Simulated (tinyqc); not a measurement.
Inside a calculation. Model: straight dislocations in isotropic elasticity: fields, energies, partials, Peierls stress and walls. Computed by tinyqc, a small Python program that keeps every step. Command: `OMP_NUM_THREADS=1 python tinyqc.py 3020693 3020694 out.jsonl disloc walk`. One thread of a shared host (Intel(R) Xeon(R) Processor @ 2.30GHz), about 0.01 s of CPU time with the checks. Intermediate numbers are printed to about 5 digits and carried at full precision; extremes and crossings named in words are read from the listed rows.

The line runs along z, the glide plane is y = 0, and beta is the angle between b and the line (0 screw, 90 degrees edge): b_e = b sin(beta) along +x with the extra half plane at y > 0, b_s = b cos(beta). Stress is positive in tension.

Inputs (values chosen for the exercise, modelled on aluminium):

| quantity | value | unit |
|---|---|---|
| shear modulus G | 27 | GPa |
| Poisson ratio nu | 0.348 | - |
| Burgers vector b | 2.863 | angstrom |
| stacking-fault energy gamma | 142 | mJ/m^2 |
| dislocation density rho | 3.2e+10 | 1/m^2 |
| core radius r0/b | 0.5 | - |
| unstable fault energy gamma_us | 194 | mJ/m^2 |
| tilt angle theta | 11 | degrees |
| source length l | 85 | nm |

Character: screw.

field point (x, y) (nm): 3.2  6.2

Constants: 1 eV/angstrom^3 = 160.2176634 GPa.

## Line energy and line tension

Energy factor K = G [cos^2(beta) + sin^2(beta)/(1 - nu)]. E = K b^2/(4 pi) ln(R/r0) with R = 1/(2 sqrt(rho)); tension T = E + d^2E/d(beta)^2 = G b^2 [1 + nu - 3 nu sin^2(beta)]/(4 pi (1 - nu)) ln(R/r0). The core energy is taken into r0.

energy factor K = 27 GPa

ln(R/r0) = 9.8795

line energy E = 10.860 eV/nm

line tension T = 22.452 eV/nm

stored energy rho E = 0.055678 kJ/m^3

T/E = 2.07: bowing turns parts of the line towards the costlier edge character, so it is stiff.

## Stress at a point

With D = G b_e/(2 pi (1 - nu)), S = G b_s/(2 pi), r^2 = x^2 + y^2: s_xx = -D y (3x^2 + y^2)/r^4, s_yy = D y (x^2 - y^2)/r^4, s_xy = D x (x^2 - y^2)/r^4, s_zz = nu (s_xx + s_yy), s_xz = -S y/r^2, s_yz = S x/r^2. Pressure p = -trace/3.

stress (MPa):
```
         x      y        z
x     0.00   0.00  -156.69
y     0.00   0.00    80.87
z  -156.69  80.87     0.00
```

pressure p = 0 MPa

A screw dislocation has pure shear and no pressure field.

## Force on a second, equal dislocation at that point

Peach-Koehler force per length on a parallel dislocation with the same b: in the glide plane F_x = s_xy b_e + s_yz b_s, normal to it F_y = -(s_xx b_e + s_xz b_s), which drives climb of the edge part or cross-slip of a screw.

glide force F_x = 23.154 mN/m

normal force F_y = 44.861 mN/m

Along x the second dislocation is repelled.

## Splitting into partials

Shockley partials have b_p = b/sqrt(3) at the angles beta -/+ 30 degrees; their repulsion balances the fault at d = G b_p^2/(8 pi gamma) (2 - nu)/(1 - nu) [1 - 2 nu cos(2 beta)/(2 - nu)].

partial Burgers vector b_p = 1.6530 angstrom

splitting width d = 0.30309 nm

d/b = 1.0586

Narrowly split: the cores nearly overlap. Caution: a splitting under two Burgers vectors is within the cores, where the elastic formula fails.

## Peierls-Nabarro core of the undissociated dislocation

Misfit energy gamma(u) = (gamma_us/2)(1 - cos(2 pi u/b)), so the largest restoring stress is tau_max = pi gamma_us/b; u(x) = b/2 + (b/pi) arctan(x/zeta), zeta = K b/(4 pi tau_max). Summing the misfit energy over atomic rows a' apart gives, for a wide core, W_P = (K b^2/pi) exp(-2 pi zeta/a') and sigma_P = (K b/a') exp(-2 pi zeta/a'); a' = b/2 for edge and 30-degree lines, b sqrt(3)/2 for screw and 60-degree lines.

tau_max = 2.1288 GPa

half width zeta = 2.8896 angstrom

row spacing a' = 2.4794 angstrom

Peierls barrier W_P = 2.9035 meV/nm

Peierls stress sigma_P = 20.588 MPa

zeta/a' = 1.17 and sigma_P/G = 7.6e-4: the stress falls by a factor e for each a'/(2 pi) of half width. Caution: real fcc metals have far lower Peierls stresses, since their dislocations are split into partials.

## Strength from dislocations

Frank-Read source, averaged over the loop: tau = G b/(2 pi l) [(1 - nu/2)/(1 - nu)] ln(l/r0). Taylor hardening: tau = 0.3 G b sqrt(rho).

Frank-Read stress = 117.11 MPa

Taylor stress = 0.41484 MPa

Of the source, forest and Peierls stresses the largest here is the source stress.

## Low-angle tilt boundary

A symmetric tilt wall of edge dislocations has the spacing h = b/(2 sin(theta/2)); Read-Shockley: gamma_b = E0 theta (A - ln theta), E0 = G b/(4 pi (1 - nu)), A = 1 + ln(b/(2 pi r0)), theta in radians.

spacing h = 1.4935 nm

boundary energy = 272.71 mJ/m^2

angle of the maximum, exp(A - 1) = 18.238 degrees

Caution: towards the maximum of the Read-Shockley curve the spacing is no longer large against the core size, so the formula is only rough.

## Character of the line

E = K b^2/(4 pi) ln(R/r0); T = G b^2 [1 + nu - 3 nu sin^2(beta)]/(4 pi (1 - nu)) ln(R/r0).

From screw to edge:

| beta (degrees) | K (GPa) | E (eV/nm) | T (eV/nm) | d (nm) |
|---|---|---|---|---|
| 0 | 27.000 | 10.860 | 22.452 | 0.30309 |
| 15 | 27.965 | 11.248 | 21.288 | 0.33265 |
| 30 | 30.603 | 12.309 | 18.105 | 0.41342 |
| 45 | 34.206 | 13.758 | 13.758 | 0.52374 |
| 60 | 37.808 | 15.207 | 9.411 | 0.63407 |
| 75 | 40.446 | 16.268 | 6.228 | 0.71484 |
| 90 | 41.411 | 16.656 | 5.063 | 0.74440 |

The edge costs 1/(1 - nu) = 1.534 times the screw in energy, yet its tension is only (1 - 2 nu)/(1 + nu) = 0.226 of the screw value, so loops under stress are elongated along b. The edge splits 2.46 times as widely, (2 + nu)/(2 - 3 nu), since there the larger, edge parts of the partials repel with the factor 1/(1 - nu) and the small screw parts attract, while in the screw the roles are exchanged.

Checks made by the program: zero divergence of the stress field, by differences and relative to the size of its gradient (relative difference below 1e-10); splitting against the force between the two partials (relative difference below 1e-10).
